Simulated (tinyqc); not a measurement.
Changing the film thickness h: size effects in the resistivity of thin metal films and interconnect lines. Computed by tinyqc, a small Python program. Command: `OMP_NUM_THREADS=1 python tinyqc.py 3024040 3024041 out.jsonl size sweep`. One thread of a shared host (Intel(R) Xeon(R) Processor @ 2.30GHz), about 0.01 s of CPU time with the checks.

Electrons lose their drift at surfaces (a share 1 - p of the hits) and at grain boundaries (reflection R), besides bulk scattering.

Inputs (values chosen for the exercise, modelled on tungsten):
```
quantity                     value         unit
bulk resistivity rho_b        5.12  microohm cm
bulk mean free path lambda    16.4           nm
specularity p                 0.29            -
grain-boundary reflection R   0.32            -
grain size over thickness     0.55            -
```

Geometry: film.

Method:
- D = (ratio) h.
- Mayadas-Shatzkes: alpha = (lambda/D) R/(1 - R); rho_b/rho = 1 - 3 alpha/2 + 3 alpha^2 - 3 alpha^3 ln(1 + 1/alpha).
- Fuchs-Sondheimer film: rho_b/rho = 1 - (3/(2 kappa))(1 - p) int_0^1 (s - s^3)(1 - exp(-kappa/s))/(1 - p exp(-kappa/s)) ds, f = rho/rho_b, kappa = thickness/lambda, 80 Gauss-Legendre points.
- Both together (Mayadas-Shatzkes film): rho_b/rho = (rho_b/rho of the grains alone) - (6/(pi kappa))(1 - p) int_0^(pi/2) dphi int_0^1 ds (cos^2 phi/H^2)(s - s^3)(1 - exp(-kappa H/s))/(1 - p exp(-kappa H/s)), H = 1 + alpha/(cos phi sqrt(1 - s^2)), 40 x 80 Gauss-Legendre points.
- Sheet resistance rho/h; additive estimate rho_b (f_surface + f_grain - 1).

One run for each value; columns: (1) film thickness h (nm); (2) resistivity rho (microohm cm); (3) sheet resistance (ohm); (4) rho/rho_b from surfaces; (5) rho/rho_b from grains; (6) error of the additive estimate (%):
```
(1)      (2)        (3)    (4)    (5)     (6)
3.0    45.06  1.502e+02  2.477  7.296  -0.297
5.3    27.83  5.252e+01  1.897  4.586   0.863
9.4    18.01  1.916e+01  1.529  3.040   1.427
17.0   12.32  7.245e+00  1.295  2.142   1.339
29.0    9.38  3.234e+00  1.170  1.679   0.911
51.0    7.57  1.484e+00  1.093  1.392   0.455
91.0    6.51  7.150e-01  1.050  1.223   0.181
160.0   5.92  3.697e-01  1.028  1.128   0.068
280.0   5.58  1.992e-01  1.016  1.074   0.025
500.0   5.38  1.076e-01  1.009  1.042   0.008
```

What does the table show, and why?

Over the rows, resistivity rho (microohm cm) falls from 45.1 to 5.38 (exponent d ln y / d ln x -0.85 between the first rows and -0.063 between the last); sheet resistance (ohm) falls from 150 to 0.108 (exponent d ln y / d ln x -1.8 between the first rows and -1.1 between the last); rho/rho_b from surfaces falls from 2.48 to 1.01 (exponent d ln y / d ln x -0.47 between the first rows and -0.012 between the last). At the high end the exponent of sheet resistance is -1.06, close to -1: bulk resistivity over thickness.
